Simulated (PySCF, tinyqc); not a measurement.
CID on RHF in the sto-3g basis, for H3+, spin multiplicity 1, step by step. The lowest restricted solution is unstable here: a spin-polarised one lies 0.0165 hartree lower (PySCF). Computed by tinyqc, a small Python program that keeps every step (integrals from PySCF). Settings: charge = 1, multiplicity = 1, basis = sto-3g, method = RHF, energy threshold = 1e-10, iteration cap = 54, orthogonalisation = canonical, start = core, DIIS depth = 6, ci = CID, davidson = 1. Command: `OMP_NUM_THREADS=1 python tinyqc.py 25619 25620 out.jsonl` (the two numbers bound the seeds that draw the settings). One thread of a shared host (Intel(R) Xeon(R) Processor @ 2.60GHz), about 0.09 s of CPU time with the checks. The early iterations of the SCF are left out here.

## One-electron integrals

Geometry (angstrom):
```
atom,x,y,z
H,0.000000,0.000000,0.000000
H,0.000000,0.000000,1.305000
H,0.000000,0.000000,-1.305000
```

Basis sto-3g: exponents (1/bohr^2) and contraction coefficients of normalised primitives:
```
element,l (shell),exponent,coefficient
H,s (1),3.425251,0.154329
H,s (1),0.623914,0.535328
H,s (1),0.168855,0.444635
```

Overlap, kinetic and nuclear-attraction integrals over the contracted functions; the nuclear repulsion is the sum of Za Zb / Rab.

nuclear repulsion = 1.01374945 hartree

overlap S, lower triangle:
```
,1H 1s,2H 1s,3H 1s
1H 1s,1.000000
2H 1s,0.336789,1.000000
3H 1s,0.336789,0.040168,1.000000
```

kinetic energy T (hartree), lower triangle:
```
,1H 1s,2H 1s,3H 1s
1H 1s,0.760032
2H 1s,0.032936,0.760032
3H 1s,0.032936,-0.009919,0.760032
```

nuclear attraction V (hartree), lower triangle:
```
,1H 1s,2H 1s,3H 1s
1H 1s,-2.030202
2H 1s,-0.564022,-1.831156
3H 1s,-0.564022,-0.062087,-1.831156
```

core Hamiltonian H = T + V (hartree), lower triangle:
```
,1H 1s,2H 1s,3H 1s
1H 1s,-1.270170
2H 1s,-0.531086,-1.071124
3H 1s,-0.531086,-0.072006,-1.071124
```

## Two-electron integrals

Functions are numbered as in S; the eight-fold symmetry (ij|kl) = (ji|kl) = (kl|ij) leaves the list below.

Two-electron integrals (ij|kl) in chemists' order, unique and non-zero (hartree):
```
i,j,k,l,(ij|kl)
1,1,1,1,0.774606
2,1,1,1,0.191166
2,1,2,1,0.067349
2,2,1,1,0.390279
2,2,2,1,0.191166
2,2,2,2,0.774606
3,1,1,1,0.191166
3,1,2,1,0.044587
3,1,2,2,0.092342
3,1,3,1,0.067349
3,2,1,1,0.022364
3,2,2,1,0.006524
3,2,2,2,0.016028
3,2,3,1,0.006524
3,2,3,2,0.000769
3,3,1,1,0.390279
3,3,2,1,0.092342
3,3,2,2,0.202688
3,3,3,1,0.191166
3,3,3,2,0.016028
3,3,3,3,0.774606
```

## Orthogonalisation

S = U s U^T; canonical form X = U s^(-1/2), so that X^T S X = 1. Each column of U has its largest component positive (the first on a tie).

eigenvalues of S: 0.543369  0.959832  1.496799

X:
```
,1,2,3
1H 1s,0.979261,0.000000,0.565661
2H 1s,-0.663859,0.721751,0.417205
3H 1s,-0.663859,-0.721751,0.417205
```

## Iteration 9 (converged): orbitals

converged F (hartree), lower triangle:
```
,1H 1s,2H 1s,3H 1s
1H 1s,-0.589802
2H 1s,-0.434393,-0.452268
3H 1s,-0.434393,-0.132206,-0.452268
```

Diagonalise F' = X^T F X, C = X C', fill 1 alpha and 1 beta electrons from the bottom; D = 2 C_occ C_occ^T. Each column has its largest component positive (the first on a tie).

F' = X^T F X (hartree), lower triangle:
```
,1,2,3
1,0.048823
2,0.000000,-0.333456
3,-0.031650,0.000000,-0.802249
```

orbital energies (hartree): MO1 -0.803424, MO2 -0.333456, MO3 0.049998

coefficients C:
```
,MO1,MO2,MO3
1H 1s,0.601614,0.000000,0.957594
2H 1s,0.392281,0.721751,-0.678885
3H 1s,0.392281,-0.721751,-0.678885
```

D after iteration 9, lower triangle:
```
,1H 1s,2H 1s,3H 1s
1H 1s,0.723878
2H 1s,0.472003,0.307768
3H 1s,0.472003,0.307768,0.307768
```

## Convergence

Stop when the energy changes by less than 1e-10 hartree and every element of the error matrix X^T (F D S - S D F) X is below 3e-06.

Course of the cycle:
```
iteration,E (hartree),change,largest element of the error matrix
1,-1.05477407,-,2.63e-01
2,-1.10217479,-4.74e-02,2.47e-02
3,-1.10256544,-3.91e-04,1.18e-04
4,-1.10256545,-7.09e-09,5.25e-05
5,-1.10256545,-1.04e-09,3.38e-05
6,-1.10256545,-3.34e-10,2.49e-05
7,-1.10256545,-1.48e-10,1.97e-05
8,-1.10256545,-2.49e-10,1.17e-08
9,-1.10256545,0.000000,1.83e-11
```

PySCF RHF in the same basis = -1.10256545 hartree

Converged in 9 iterations.

## Integrals over molecular orbitals

(pq|rs) = sum C_ip C_jq C_kr C_ls (ij|kl), one index at a time.

one-electron integrals over orbitals h = C^T H C (hartree), lower triangle:
```
,1,2,3
1,-1.312891
2,0.000000,-1.040930
3,-0.088067,0.000000,-0.837403
```

Two-electron integrals over orbitals (pq|rs), unique and non-zero (hartree):
```
p,q,r,s,(pq|rs)
1,1,1,1,0.509467
2,1,2,1,0.148872
2,2,1,1,0.428173
2,2,2,2,0.496442
3,1,1,1,0.088067
3,1,2,2,-0.059143
3,1,3,1,0.147942
3,2,2,1,-0.148396
3,2,3,2,0.162497
3,3,1,1,0.517672
3,3,2,2,0.453655
3,3,3,1,0.078848
3,3,3,3,0.547930
```

## CID: determinants and Hamiltonian

Hartree-Fock energy = -1.10256545 hartree

Slater-Condon rules over spin orbitals, with the nuclear repulsion added and E(HF) subtracted on the diagonal.

Occupation strings over the orbitals (2 doubly, a alpha, b beta, 0 empty; spin orbitals ordered 1a 1b 2a 2b ...): 200 020 0ab 0ba 002

H - E(HF) between determinants (hartree), lower triangle:
```
,200,020,0ab,0ba,002
200,0.000000
020,0.148872,0.530898
0ab,0.000000,0.000000,0.691636
0ba,0.000000,0.000000,-0.162497,0.691636
002,0.147942,0.162497,0.000000,0.000000,0.989439
```

## CID: roots

Diagonalise (each vector has its largest component positive (the first on a tie)); all determinants have Ms = 0, so triplets appear too. The lowest singlet root is the correlation energy.

lowest roots of this matrix, relative to E(HF) (hartree): -0.049549  0.495956  0.529139  0.854134  1.073929

lowest vectors:
```
,root 1,root 2,root 3,root 4
200,0.970024,0.170469,0.000000,0.000000
020,-0.219745,0.919609,0.000000,0.000000
0ab,0.000000,0.000000,0.707107,0.707107
0ba,0.000000,0.000000,0.707107,-0.707107
002,-0.103754,-0.353920,0.000000,0.000000
```

<S^2> of these roots: 0.000000  0.000000  2.000000  0.000000  0.000000

weight of the ground state by excitation level 0, 1, 2, ...: 0.940947  0.000000  0.059053
